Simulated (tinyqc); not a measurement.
# On-chip interconnect, size-dependent resistivity and RC delay: course in time

A rectangular line between two neighbours and two ground planes. Surface and grain-boundary scattering are added to the bulk resistivity as corrections; capacitances are parallel-plate values without fringing; inductance is ignored.

7 equal pi sections: series Rs = r Lw/7; node capacitances c Lw/7, halved at nodes 0 and 7, with Cl added to node 7; Rd feeds node 0. Elmore delay of node k: the sum, over the resistors on the path to k, of resistance times all capacitance downstream of it.

A 1 V step is applied behind Rd at t = 0. C dv/dt = -G v + b, with G the conductance matrix of the ladder (1/Rs between neighbours, 1/Rd added at node 0) and b = (1 V/Rd, 0, ...). Trapezoidal step: (C/dt + G/2) v(new) = (C/dt - G/2) v + b. The last column solves the same ladder exactly by its modes.

Values chosen for this exercise:

| symbol | value | unit | meaning |
|---|---|---|---|
| Rd | 1100 | ohm | driver resistance |
| dt | 0.88 | ps | time step |

Rs = 11.0661 ohm

```
node,C (fF)
0,0.105862
1,0.211724
2,0.211724
3,0.211724
4,0.211724
5,0.211724
6,0.211724
7,2.30586
```

Voltages (V):
```
t (ps),node 0,node 3,node 7,"node 7, exact"
0.8800,0.2641,0.2177,0.1718,0.1796
1.760,0.3339,0.3401,0.3417,0.3335
2.640,0.5215,0.4850,0.4535,0.4585
3.520,0.5549,0.5647,0.5667,0.5600
4.400,0.6904,0.6607,0.6393,0.6425
5.280,0.7012,0.7131,0.7148,0.7096
6.160,0.8011,0.7762,0.7619,0.7640
7.040,0.7981,0.8112,0.8123,0.8083
7.920,0.8736,0.8521,0.8429,0.8443
8.800,0.8624,0.8760,0.8765,0.8735
9.680,0.9210,0.9020,0.8963,0.8972
10.56,0.9052,0.9189,0.9187,0.9165
```

What does the table show?

The far end of the ladder reaches 0.5 V at 2.978 ps, 0.696 of its Elmore delay (ln 2 = 0.693 for a single pole); the slowest mode has a time constant of 4.237 ps. The largest error of the trapezoidal steps at that node is 8.3 mV. Node 0 swings up and down from step to step: the trapezoidal rule does not damp modes much faster than dt, so these swings are numerical.

Program tinyqc, `OMP_NUM_THREADS=1 python tinyqc.py 2100116 2100117 out.jsonl`; Intel Xeon 2.30GHz, shared host, one thread, about 0.01 s.
